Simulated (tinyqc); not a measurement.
ROHF in the sto-6g basis, for H4, spin multiplicity 3, step by step. This run ends on a higher stationary point, not on the lowest solution. One step of it, computed by the program tinyqc.

Question. Iteration 1: building the Fock matrix. J_ij = sum D_kl (ij|kl) with D = D(alpha) + D(beta), K_ij = sum D_kl (ik|jl) for each spin; F = H + J - K(s); E = tr D H + tr D J / 2 - 0.5 sum_s tr D(s) K(s) + E_nn.

D(alpha) at the start, order 1H 1s, 2H 1s, 3H 1s, 4H 1s:
$$\begin{pmatrix}
0.625566 & 0.065805 & -0.302660 & 0.432621 \\
0.065805 & 0.833851 & 0.128581 & -0.302896 \\
-0.302660 & 0.128581 & 0.833896 & 0.066115 \\
0.432621 & -0.302896 & 0.066115 & 0.625241
\end{pmatrix}$$

D(beta) at the start, order 1H 1s, 2H 1s, 3H 1s, 4H 1s:
$$\begin{pmatrix}
0.045408 & 0.127600 & 0.127023 & 0.045068 \\
0.127600 & 0.358563 & 0.356943 & 0.126643 \\
0.127023 & 0.356943 & 0.355330 & 0.126071 \\
0.045068 & 0.126643 & 0.126071 & 0.044730
\end{pmatrix}$$

core Hamiltonian H = T + V (hartree), order 1H 1s, 2H 1s, 3H 1s, 4H 1s:
$$\begin{pmatrix}
-1.058057 & -0.374046 & -0.010884 & -0.000459 \\
-0.374046 & -1.206576 & -0.157951 & -0.010862 \\
-0.010884 & -0.157951 & -1.206400 & -0.373454 \\
-0.000459 & -0.010862 & -0.373454 & -1.057802
\end{pmatrix}$$

Two-electron integrals (ij|kl) in chemists' order, unique and non-zero (hartree):
```
(11|11) 0.774999   (21|11) 0.126765   (21|21) 0.032303   (22|11) 0.336290
(22|21) 0.126765   (22|22) 0.774999   (31|11) 0.002004   (31|21) 0.000592
(31|22) 0.002923   (31|31) 0.000015   (32|11) 0.020899   (32|21) 0.007241
(32|22) 0.044902   (32|31) 0.000251   (32|32) 0.004918   (33|11) 0.144504
(33|21) 0.044597   (33|22) 0.249625   (33|31) 0.002004   (33|32) 0.044902
(33|33) 0.774999   (41|11) 0.000055   (41|21) 0.000018   (41|22) 0.000094
(41|31) 5.35e-07   (41|32) 0.000010   (41|33) 0.000094   (41|41) 2.07e-08
(42|11) 0.001047   (42|21) 0.000341   (42|22) 0.002000   (42|31) 0.000013
(42|32) 0.000251   (42|33) 0.002917   (42|41) 5.34e-07   (42|42) 0.000015
(43|11) 0.028762   (43|21) 0.008464   (43|22) 0.044525   (43|31) 0.000341
(43|32) 0.007229   (43|33) 0.126544   (43|41) 0.000017   (43|42) 0.000590
(43|43) 0.032202   (44|11) 0.101570   (44|21) 0.028801   (44|22) 0.144465
(44|31) 0.001048   (44|32) 0.020890   (44|33) 0.336093   (44|41) 0.000055
(44|42) 0.002000   (44|43) 0.126544   (44|44) 0.774999
```

nuclear repulsion = 1.32465447 hartree

Give: Coulomb J; exchange K(alpha); exchange K(beta); F(alpha); F(beta); total energy of this density.

Answer.

Coulomb J (hartree), order 1H 1s, 2H 1s, 3H 1s, 4H 1s:
$$\begin{pmatrix}
1.2403 & 0.3310 & 0.0085 & 0.0003 \\
0.3310 & 1.6515 & 0.1451 & 0.0085 \\
0.0085 & 0.1451 & 1.6493 & 0.3300 \\
0.0003 & 0.0085 & 0.3300 & 1.2384
\end{pmatrix}$$

exchange K(alpha) (hartree), order 1H 1s, 2H 1s, 3H 1s, 4H 1s:
$$\begin{pmatrix}
0.5274 & 0.2046 & -0.0177 & 0.0284 \\
0.2046 & 0.6935 & 0.0862 & -0.0177 \\
-0.0177 & 0.0862 & 0.6935 & 0.2043 \\
0.0284 & -0.0177 & 0.2043 & 0.5271
\end{pmatrix}$$

exchange K(beta) (hartree), order 1H 1s, 2H 1s, 3H 1s, 4H 1s:
$$\begin{pmatrix}
0.0801 & 0.1048 & 0.0429 & 0.0154 \\
0.1048 & 0.3479 & 0.1373 & 0.0428 \\
0.0429 & 0.1373 & 0.3450 & 0.1036 \\
0.0154 & 0.0428 & 0.1036 & 0.0790
\end{pmatrix}$$

F(alpha) (hartree), order 1H 1s, 2H 1s, 3H 1s, 4H 1s:
$$\begin{pmatrix}
-0.3452 & -0.2476 & 0.0153 & -0.0285 \\
-0.2476 & -0.2486 & -0.0990 & 0.0153 \\
0.0153 & -0.0990 & -0.2506 & -0.2478 \\
-0.0285 & 0.0153 & -0.2478 & -0.3466
\end{pmatrix}$$

F(beta) (hartree), order 1H 1s, 2H 1s, 3H 1s, 4H 1s:
$$\begin{pmatrix}
0.1021 & -0.1478 & -0.0453 & -0.0156 \\
-0.1478 & 0.0970 & -0.1501 & -0.0452 \\
-0.0453 & -0.1501 & 0.0979 & -0.1470 \\
-0.0156 & -0.0452 & -0.1470 & 0.1016
\end{pmatrix}$$

total energy of this density = -1.593828 hartree
